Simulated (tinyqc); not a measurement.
Worked calculation: Hueckel theory of the pi electrons, for the molecule C=Cc1ccncc1 (SMILES; centres numbered as the heavy atoms are written). Computed by tinyqc, a small Python program that keeps every step. Settings: charge = 0. Command: `OMP_NUM_THREADS=1 python tinyqc.py 24294 24295 out.jsonl` (the two numbers bound the seeds that draw the settings). One thread of a shared host (Intel(R) Xeon(R) Processor @ 2.60GHz), about 0.01 s of CPU time with the checks.

## The Hueckel matrix

Centres:
```
centre  z_r, pi electrons of the neutral centre         h
1C                                            1  0.000000
2C                                            1  0.000000
3C                                            1  0.000000
4C                                            1  0.000000
5C                                            1  0.000000
6N                                            1  0.500000
7C                                            1  0.000000
8C                                            1  0.000000
```

Bonds:
```
i  j         k
1  2         1
2  3         1
3  4         1
4  5         1
5  6         1
6  7  1.000000
7  8         1
8  3         1
```

H_rr = alpha + h_r beta, H_rs = k_rs beta for bonded centres.

Hueckel matrix in units of beta (H = alpha + beta A), lower triangle:
```
          1C        2C        3C        4C        5C        6N        7C        8C
1C  0.000000
2C  1.000000  0.000000
3C  0.000000  1.000000  0.000000
4C  0.000000  0.000000  1.000000  0.000000
5C  0.000000  0.000000  0.000000  1.000000  0.000000
6N  0.000000  0.000000  0.000000  0.000000  1.000000  0.500000
7C  0.000000  0.000000  0.000000  0.000000  0.000000  1.000000  0.000000
8C  0.000000  0.000000  1.000000  0.000000  0.000000  0.000000  1.000000  0.000000
```

## Orbitals

pi electrons, sum of z_r less the charge = 8

Diagonalise; E = alpha + x beta with beta < 0, so the largest x are filled first; degenerate levels share their electrons. P = sum n_i c_ri c_si; each orbital has its largest coefficient positive (the first on a tie).

x values: 2.201694  1.552502  1.000000  0.733591  -0.581423  -1.000000  -1.306689  -2.099675

occupations: 2.000000  2.000000  2.000000  2.000000  0.000000  0.000000  0.000000  0.000000

coefficients:
```
         MO1        MO2        MO3        MO4        MO5        MO6        MO7        MO8
1C  0.117983  -0.311465   0.000000   0.610873   0.574480   0.000000  -0.400441   0.159760
2C  0.259762  -0.483550   0.000000   0.448131  -0.334016   0.000000   0.523252  -0.335444
3C  0.453933  -0.439247   0.000000  -0.282128  -0.380275   0.000000  -0.283286   0.544563
4C  0.369830  -0.099191   0.500000  -0.327549   0.277559   0.500000  -0.076542  -0.403981
5C  0.360320   0.285253   0.500000   0.041841   0.218896  -0.500000   0.383303   0.303666
6N  0.423484   0.542047   0.000000   0.358243  -0.404830   0.000000  -0.424316  -0.233618
7C  0.360320   0.285253  -0.500000   0.041841   0.218896   0.500000   0.383303   0.303666
8C  0.369830  -0.099191  -0.500000  -0.327549   0.277559  -0.500000  -0.076542  -0.403981
```

charge and bond-order matrix P, lower triangle:
```
           1C         2C         3C         4C         5C         6N        7C        8C
1C   0.968193
2C   0.910015   1.004237
3C   0.036044   0.407765   0.957180
4C  -0.251125  -0.005506   0.607717   1.007803
5C  -0.041550  -0.051172   0.052920   0.682515   0.925900
6N   0.199953   0.016876  -0.293859  -0.028983   0.644398   1.202983
7C  -0.041550  -0.051172   0.052920  -0.317485  -0.074100   0.644398  0.925900
8C  -0.251125  -0.005506   0.607717   0.007803  -0.317485  -0.028983  0.682515  1.007803
```

## Energy, charges, bond orders

E = sum n x; q_r = z_r - P_rr; bond order p = P_rs; free valence = sqrt(3) - sum of p over the bonds of the atom.

pi energy = 8 alpha + this times beta = 10.975575

pi charges: 1C 0.031807, 2C -0.004237, 3C 0.042820, 4C -0.007803, 5C 0.074100, 6N -0.202983, 7C 0.074100, 8C -0.007803

Bond orders and lengths from R = 1.517 - 0.180 p (angstrom, C-C alone):
```
bond         p         R
1-2   0.910015  1.353197
2-3   0.407765  1.443602
3-4   0.607717  1.407611
4-5   0.682515  1.394147
5-6   0.644398         -
6-7   0.644398         -
7-8   0.682515  1.394147
8-3   0.607717  1.407611
```

free valence of the carbons: 1C 0.822036, 2C 0.414271, 3C 0.108851, 4C 0.441818, 5C 0.405137, 7C 0.405137, 8C 0.441818

gap between the highest filled and the next level = 1.315014 |beta|
